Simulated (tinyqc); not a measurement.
What each parameter does: pi bands of a honeycomb layer in tight binding.

Lattice vectors a (1,0) and a (1/2, sqrt3/2); f = exp(i ky a/sqrt3) + 2 cos(kx a/2) exp(-i ky a/(2 sqrt3)), w = |f|. H = [[D - t2 F, -t f], [., -D - t2 F]] with F = w^2 - 3, S = [[1, s0 f], [., 1]]; the levels solve det(H - E S) = 0. K = (4 pi/3a, 0), M = (pi/a, pi/(sqrt3 a)); w = 3, 1, 0 at Gamma, M, K.

Inputs chosen for the exercise (of the size used for graphene; shifted at random, so the results belong to these values and not to a real crystal):
- a = 2.46 angstrom (lattice constant)
- t = 3.06 eV (nearest hopping)
- t2 = 0.28 eV (second-neighbour hopping)
- s0 = 0.082 (overlap of neighbours)
- D = 0 eV (+D on A, -D on B)

Gap at K, difference at M, and the two levels at Gamma, from (e - E)^2 - D^2 - (t + s0 E)^2 w^2 = 0, e = -t2 (w^2 - 3).

One parameter was then changed.

Results before and after:
```
case     gap at K (eV)  difference at M (eV)  lower at Gamma (eV)  upper at Gamma (eV)
base            0.0000                6.2539              -8.7159               9.9469
changed         0.2000                6.2571              -8.7165               9.9475
```

Which of these changes was made? (a) t = 3.213 eV; (b) t2 = 0.33 eV; (c) D = 0.1 eV; (d) a = 2.5092 angstrom; (e) s0 = 0.112.

Answer: (c) D = 0.1 eV. Of the candidates, run in turn, only this one gives the changed row.

All candidates:
```
case                 gap at K (eV)  difference at M (eV)  lower at Gamma (eV)  upper at Gamma (eV)
base                        0.0000                6.2539              -8.7159               9.9469
t = 3.213 eV                0.0000                6.5620              -9.0843              10.5557
t2 = 0.33 eV                0.0000                6.2704              -8.9567               9.5491
s0 = 0.112                  0.0000                6.3248              -8.1287              11.2952
D = 0.1 eV                  0.2000                6.2571              -8.7165               9.9475
a = 2.5092 angstrom         0.0000                6.2539              -8.7159               9.9469
```

At points fixed by symmetry a drops out; the gap at K is 2D whatever the hoppings.

tinyqc: `OMP_NUM_THREADS=1 python tinyqc.py 1480783 1480784 out.jsonl`; about 0.01 s, one thread, shared Intel(R) Xeon(R) Processor @ 2.30GHz.
